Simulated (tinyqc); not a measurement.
# Voltage acceleration of oxide breakdown, four models on the same data: lifetime against voltage in four models

Field E = V/tox in MV/cm. Models: ln(t63/1 s) = a - c X with X = E (E model), -1/E (1/E model), ln V (power law, c the exponent n) or sqrt(E).

a and c were fitted to stress data from 5.29 to 7.69 V. Project to Vu, multiply by exp[(Ea q/kB)(1/Tu - 1/Ts)] and by ks; ten years are 3.15576e8 s.

Values chosen for this exercise: oxide thickness tox = 6.8 nm; stress temperature Ts = 398 K; use temperature Tu = 378 K; activation energy Ea = 0.75 eV; factor for area and percentile ks = 0.00097.

Constants: q = 1.602176634e-19 C, kB = 1.380649e-23 J/K. Results are converted to the units shown.

```
model,c,a
E,3.36985,40.1315
1/E,294.950,-23.6632
power,31.8006,67.0761
sqrt E,20.7490,71.8859
```

Lifetime against voltage in four models:
```
Vu (V),"log10 years, E","log10 years, 1/E","log10 years, power","log10 years, sqrt E"
2.64,1.737,12.71,5.714,3.454
3.19,0.5535,7.019,3.100,1.692
3.74,-0.6302,3.003,0.9033,0.07668
4.29,-1.814,0.01746,-0.9915,-1.424
4.83,-2.976,-2.253,-2.629,-2.806
5.38,-4.160,-4.096,-4.118,-4.137
5.93,-5.344,-5.598,-5.463,-5.401
6.48,-6.527,-6.845,-6.688,-6.608
```

The four agree within 0.32 decades in the last row, inside the stress range, and part by 11.0 decades in the first. The local exponent -d ln t/d ln V is c E for the E model, which shrinks as V falls, constant for the power law, and c/E for the 1/E model, which grows as V falls.

Range of the model: All four laws are empirical fits; none is established far below the stress range.

Program tinyqc, `OMP_NUM_THREADS=1 python tinyqc.py 2070040 2070041 out.jsonl`; Intel Xeon 2.30GHz, shared host, one thread, about 0.01 s.
